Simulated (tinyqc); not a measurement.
# Biaxially strained (001) channel, valley splitting in an inversion layer: two studies

A thin layer grown on a relaxed buffer is stretched in the plane. The two valleys with their long axis along the growth direction (D2) sink against the four in-plane ones (D4); confinement in a triangular well splits them too. Only the lowest subband of each set is kept; one relaxation time, so the weakening of intervalley scattering is left out.

Values chosen for this exercise; values close to those of silicon on relaxed silicon-germanium:
- T = 300 K (temperature)
- x = 0.18 (germanium share of the relaxed buffer)
- b1 = 0.0418 (lattice mismatch per unit x)
- c11 = 166 GPa (elastic constant)
- c12 = 62.8 GPa (elastic constant)
- Xu = 9.19 eV (shear deformation potential)
- ml = 0.915 m0 (longitudinal mass)
- mt = 0.187 m0 (transverse mass)
- F = 0.38 MV/cm (confining field)
- Ns = 3.5e12 cm^-2 (inversion density)
- bv = 0.384 nm (Burgers vector)

Constants: q = 1.602176634e-19 C, kB = 1.380649e-23 J/K, hbar = 1.054571817e-34 J s, m0 = 9.1093837015e-31 kg, Vt = kB T/q, hbar^2/(2 m0) = 0.0380998212 eV nm^2. Results are converted to the units shown.

Each table varies one quantity; the others keep the values above.

## Effect of the confining field

e_par = b1 x, e_perp = -2 (c12/c11) e_par, splitting D = Xu (e_par - e_perp), in-plane stress (c11 + c12 - 2 c12^2/c11) e_par. Levels E(m) = 2.33811 (hbar^2 q^2 F^2/(2 m))^(1/3): E2 = E(ml), E4 = E(mt) + D; N2 = 2 mt kB T/(pi hbar^2), N4 = 4 sqrt(mt ml) kB T/(pi hbar^2). EF solves Ns = N2 ln(1 + exp((EF - E2)/Vt)) + N4 ln(1 + exp((EF - E4)/Vt)); f2 is the share in D2, and 1/mc = f2/mt + (1 - f2)(1/mt + 1/ml)/2. The gain is mc(x = 0)/mc.

The same in every row: D (meV) = 121.5.

Effect of the confining field:
```
F (MV/cm),f2 without strain,f2,mc (m0),gain
0.1,0.3614,0.9776,0.1887,1.329
0.3,0.5973,0.9923,0.1876,1.187
0.5,0.7608,0.9967,0.1872,1.104
0.7,0.8634,0.9984,0.1871,1.057
0.9,0.9232,0.9992,0.1871,1.031
1.1,0.9567,0.9996,0.1870,1.017
1.3,0.9753,0.9998,0.1870,1.010
1.5,0.9857,0.9999,0.1870,1.006
```

What does the comparison show?

As F goes from 0.1 to 1.5 MV/cm, f2 rises from 0.978 to 1.00 (without strain: it rises from 0.361 to 0.986) and the gain falls from 1.33 to 1.01. Strong confinement already empties D4, so strain has less to move. For F = 0.1 to 0.3 MV/cm the second D2 subband, left out here, lies within 2 Vt of EF or below it.

## Effect of the germanium share of the relaxed buffer

Same model as above.

Critical thickness (Matthews-Blakeslee, 60-degree dislocations): h = bv (1 - nu/4)[ln(h/bv) + 1]/(4 pi e_par (1 + nu)), nu = c12/(c11 + c12).

The same in every row: f2 without strain = 0.6710.

Results:
```
x,D (meV),f2,mc (m0),gain,critical thickness (nm)
0.03,20.24,0.8051,0.2027,1.061,120.1
0.09,60.73,0.9479,0.1910,1.127,32.23
0.15,101.2,0.9884,0.1879,1.145,17.08
0.21,141.7,0.9975,0.1872,1.149,11.10
0.27,182.2,0.9995,0.1870,1.150,7.983
0.33,222.7,0.9999,0.1870,1.151,6.094
0.45,303.7,1.000,0.1870,1.151,3.956
```

Estimate the missing row, x = 0.39.

Computed row:
```
x,D (meV),f2,mc (m0),gain,critical thickness (nm)
0.39,263.2,1.000,0.1870,1.151,4.842
```

With this row back in the table: As x goes from 0.03 to 0.45, f2 rises from 0.805 to 1.00 (without strain: it stays at 0.671) and the gain rises from 1.06 to 1.15. The gain cannot pass 1.151, reached when D4 is empty, while the critical thickness falls from 120 to 3.96 nm.

Numbers from tinyqc (`OMP_NUM_THREADS=1 python tinyqc.py 2530046 2530047 out.jsonl`; about 0.01 s on one thread of a shared Intel Xeon 2.30GHz).
